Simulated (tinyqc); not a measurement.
Hueckel theory of the pi electrons with the omega technique, for the molecule Nc1ccc2c(c1)C=C2 (SMILES; centres numbered as the heavy atoms are written), step by step. Computed by tinyqc, a small Python program that keeps every step. Settings: charge = 0, omega = 1.0, damping = 0.7. Command: `OMP_NUM_THREADS=1 python tinyqc.py 28225 28226 out.jsonl` (the two numbers bound the seeds that draw the settings). One thread of a shared host (Intel(R) Xeon(R) Processor @ 2.60GHz), about 0.01 s of CPU time with the checks.

## The Hueckel matrix

Centres:
```
centre,"z_r, pi electrons of the neutral centre",h
1N,2,1.500000
2C,1,0.000000
3C,1,0.000000
4C,1,0.000000
5C,1,0.000000
6C,1,0.000000
7C,1,0.000000
8C,1,0.000000
9C,1,0.000000
```

Bonds:
```
i,j,k
1,2,0.800000
2,3,1
3,4,1
4,5,1
5,6,1
6,7,1
6,8,1
8,9,1
7,2,1
9,5,1
```

H_rr = alpha + h_r beta, H_rs = k_rs beta for bonded centres.

Hueckel matrix in units of beta (H = alpha + beta A), lower triangle:
```
,1N,2C,3C,4C,5C,6C,7C,8C,9C
1N,1.500000
2C,0.800000,0.000000
3C,0.000000,1.000000,0.000000
4C,0.000000,0.000000,1.000000,0.000000
5C,0.000000,0.000000,0.000000,1.000000,0.000000
6C,0.000000,0.000000,0.000000,0.000000,1.000000,0.000000
7C,0.000000,1.000000,0.000000,0.000000,0.000000,1.000000,0.000000
8C,0.000000,0.000000,0.000000,0.000000,0.000000,1.000000,0.000000,0.000000
9C,0.000000,0.000000,0.000000,0.000000,1.000000,0.000000,0.000000,1.000000,0.000000
```

## Orbitals, round 1

pi electrons, sum of z_r less the charge = 10

Diagonalise; E = alpha + x beta with beta < 0, so the largest x are filled first; degenerate levels share their electrons. P = sum n_i c_ri c_si; each orbital has its largest coefficient positive (the first on a tie).

x values: 2.411204  1.977752  1.228921  0.975709  0.219661  -0.294702  -1.109917  -1.544052  -2.364576

occupations: 2.000000  2.000000  2.000000  2.000000  2.000000  0.000000  0.000000  0.000000  0.000000

coefficients:
```
,MO1,MO2,MO3,MO4,MO5,MO6,MO7,MO8,MO9
1N,0.296357,0.693514,-0.388909,-0.448827,-0.174235,-0.133345,0.070107,-0.151416,-0.050342
2C,0.337552,0.414160,0.131781,0.294145,0.278850,0.299144,-0.228718,0.576148,0.243187
3C,0.256714,0.178316,0.557899,0.039751,0.362925,-0.243352,-0.307828,-0.501254,-0.229174
4C,0.281438,-0.061494,0.553833,-0.255360,-0.199130,-0.227427,0.570382,0.197815,0.298713
5C,0.421891,-0.299937,0.122718,-0.288908,-0.406666,0.310375,-0.325248,0.195818,-0.477156
6C,0.434292,-0.244117,-0.236022,0.297438,-0.314497,-0.376317,-0.332456,-0.163554,0.479397
7C,0.320107,0.085978,-0.084823,0.606311,-0.162284,0.261870,0.505600,-0.267215,-0.305587
8C,0.305170,-0.268844,-0.327948,-0.027190,0.499867,-0.461344,0.188647,0.323932,-0.350827
9C,0.301534,-0.287589,-0.167000,-0.323968,0.424298,0.512276,0.123073,-0.336615,0.350161
```

charge and bond-order matrix P, lower triangle:
```
,1N,2C,3C,4C,5C,6C,7C,8C,9C
1N,1.903686
2C,0.310810,0.934229
3C,-0.196608,0.693841,1.084490
4C,-0.050648,0.023753,0.575694,0.989163
5C,0.139637,-0.328038,-0.071574,0.719801,1.063716
6C,-0.055007,0.028364,-0.332066,-0.013614,0.538885,0.982575
7C,-0.112743,0.531147,0.030778,-0.169373,-0.020639,0.738859,1.022010
8C,-0.086713,0.159678,0.055547,-0.343610,-0.052568,0.220542,0.009567,1.047124
9C,0.052680,-0.032620,0.148135,0.016592,0.228057,0.021548,-0.358639,0.890009,0.973007
```

## Omega technique, round 1

h_r = h_r(0) + omega q_r, omega = 1, with q_r = z_r - P_rr; 0.7 of the old diagonal is kept.

matrix after round 1, lower triangle:
```
,1N,2C,3C,4C,5C,6C,7C,8C,9C
1N,1.528894
2C,0.800000,0.019731
3C,0.000000,1.000000,-0.025347
4C,0.000000,0.000000,1.000000,0.003251
5C,0.000000,0.000000,0.000000,1.000000,-0.019115
6C,0.000000,0.000000,0.000000,0.000000,1.000000,0.005228
7C,0.000000,1.000000,0.000000,0.000000,0.000000,1.000000,-0.006603
8C,0.000000,0.000000,0.000000,0.000000,0.000000,1.000000,0.000000,-0.014137
9C,0.000000,0.000000,0.000000,0.000000,1.000000,0.000000,0.000000,1.000000,0.008098
```

## Orbitals, round 2

As before.

x values: 2.411187  1.992412  1.225474  0.980542  0.214322  -0.296533  -1.113566  -1.544897  -2.368941

occupations: 2.000000  2.000000  2.000000  2.000000  2.000000  0.000000  0.000000  0.000000  0.000000

coefficients:
```
,MO1,MO2,MO3,MO4,MO5,MO6,MO7,MO8,MO9
1N,0.314570,0.694819,-0.390115,-0.434947,-0.176241,-0.127810,0.071272,-0.148320,0.049299
2C,0.346928,0.402576,0.147961,0.298130,0.289602,0.291635,-0.235417,0.569879,-0.240200
3C,0.256634,0.163875,0.558458,0.027651,0.355098,-0.253996,-0.302086,-0.509700,0.230186
4C,0.278369,-0.071915,0.550570,-0.270316,-0.204496,-0.222755,0.564153,0.204636,-0.299264
5C,0.413660,-0.306926,0.114462,-0.291828,-0.398261,0.320775,-0.327970,0.192894,0.479725
6C,0.430085,-0.253801,-0.231697,0.300822,-0.324453,-0.368180,-0.331199,-0.164858,-0.478265
7C,0.321373,0.074424,-0.067963,0.606752,-0.157751,0.264011,0.511866,-0.263292,0.304133
8C,0.299733,-0.271847,-0.329226,-0.021527,0.488171,-0.473683,0.186648,0.325949,0.351624
9C,0.296865,-0.291674,-0.176415,-0.322235,0.435980,0.501946,0.125993,-0.334092,-0.349742
```

charge and bond-order matrix P, lower triangle:
```
,1N,2C,3C,4C,5C,6C,7C,8C,9C
1N,1.908312
2C,0.300837,0.954139
3C,-0.195759,0.697433,1.062900
4C,-0.047148,0.018547,0.574066,1.001355
5C,0.138666,-0.330910,-0.059415,0.721141,1.044391
6C,-0.048651,0.016948,-0.335009,-0.009117,0.541430,0.997670
7C,-0.113567,0.533210,0.034955,-0.170131,-0.023848,0.737566,1.012944
8C,-0.085669,0.161583,0.042534,-0.344571,-0.036792,0.218644,0.016796,1.021809
9C,0.045727,-0.020680,0.151544,0.008867,0.225069,0.008377,-0.357213,0.892243,0.996479
```

## Omega technique, round 2

As before.

matrix after round 2, lower triangle:
```
,1N,2C,3C,4C,5C,6C,7C,8C,9C
1N,1.547733
2C,0.800000,0.027570
3C,0.000000,1.000000,-0.036613
4C,0.000000,0.000000,1.000000,0.001869
5C,0.000000,0.000000,0.000000,1.000000,-0.026698
6C,0.000000,0.000000,0.000000,0.000000,1.000000,0.004358
7C,0.000000,1.000000,0.000000,0.000000,0.000000,1.000000,-0.008505
8C,0.000000,0.000000,0.000000,0.000000,0.000000,1.000000,0.000000,-0.016439
9C,0.000000,0.000000,0.000000,0.000000,1.000000,0.000000,0.000000,1.000000,0.006725
```

## Convergence

Each round sets h_r = h_r(0) + omega (z_r - P_rr), keeping the share named as damping of the old diagonal; repeat until output and input diagonals agree to 1e-6.

Rounds:
```
round,sum n x,largest |h(out) - h(in)|
1,13.626495,9.63e-02
2,13.647875,6.28e-02
3,13.663628,4.18e-02
4,13.674472,2.80e-02
5,13.681863,1.89e-02
6,13.686885,1.27e-02
7,13.690296,8.61e-03
8,13.692611,5.83e-03
9,13.694182,3.95e-03
10,13.695248,2.67e-03
11,13.695971,1.81e-03
12,13.696462,1.23e-03
13,13.696795,8.33e-04
14,13.697021,5.65e-04
15,13.697174,3.83e-04
16,13.697278,2.60e-04
17,13.697348,1.76e-04
18,13.697396,1.19e-04
19,13.697429,8.10e-05
20,13.697451,5.50e-05
21,13.697466,3.73e-05
22,13.697476,2.53e-05
23,13.697483,1.72e-05
24,13.697487,1.16e-05
25,13.697490,7.90e-06
26,13.697493,5.36e-06
27,13.697494,3.64e-06
28,13.697495,2.47e-06
29,13.697496,1.67e-06
30,13.697496,1.14e-06
31,13.697497,7.71e-07
```

Converged in 31 rounds.

## Energy, charges, bond orders

final x values: 2.411597  2.018563  1.223771  0.986495  0.208323  -0.302066  -1.121256  -1.548289  -2.377138

occupations: 2.000000  2.000000  2.000000  2.000000  2.000000  0.000000  0.000000  0.000000  0.000000

final P, lower triangle:
```
,1N,2C,3C,4C,5C,6C,7C,8C,9C
1N,1.913836
2C,0.290307,0.967468
3C,-0.192333,0.700147,1.048356
4C,-0.044562,0.017243,0.573163,1.004913
5C,0.135227,-0.332794,-0.051100,0.721762,1.035007
6C,-0.043708,0.010449,-0.336784,-0.007624,0.542850,1.001965
7C,-0.113732,0.535402,0.033588,-0.170806,-0.022817,0.736450,1.011656
8C,-0.082549,0.162452,0.035961,-0.344868,-0.030784,0.217775,0.016439,1.017852
9C,0.041260,-0.015904,0.153272,0.008338,0.223673,0.005000,-0.356121,0.893088,0.998949
```

E = sum n x; q_r = z_r - P_rr; bond order p = P_rs; free valence = sqrt(3) - sum of p over the bonds of the atom.

pi energy = 10 alpha + this times beta = 13.697497

pi charges: 1N 0.086164, 2C 0.032532, 3C -0.048356, 4C -0.004913, 5C -0.035007, 6C -0.001965, 7C -0.011656, 8C -0.017852, 9C 0.001051

Bond orders and lengths from R = 1.517 - 0.180 p (angstrom, C-C alone):
```
bond,p,R
1-2,0.290307,-
2-3,0.700147,1.390974
3-4,0.573163,1.413831
4-5,0.721762,1.387083
5-6,0.542850,1.419287
6-7,0.736450,1.384439
6-8,0.217775,1.477801
8-9,0.893088,1.356244
7-2,0.535402,1.420628
9-5,0.223673,1.476739
```

free valence of the carbons: 2C 0.206195, 3C 0.458741, 4C 0.437126, 5C 0.243766, 6C 0.234976, 7C 0.460199, 8C 0.621188, 9C 0.615290

gap between the highest filled and the next level = 0.510389 |beta|
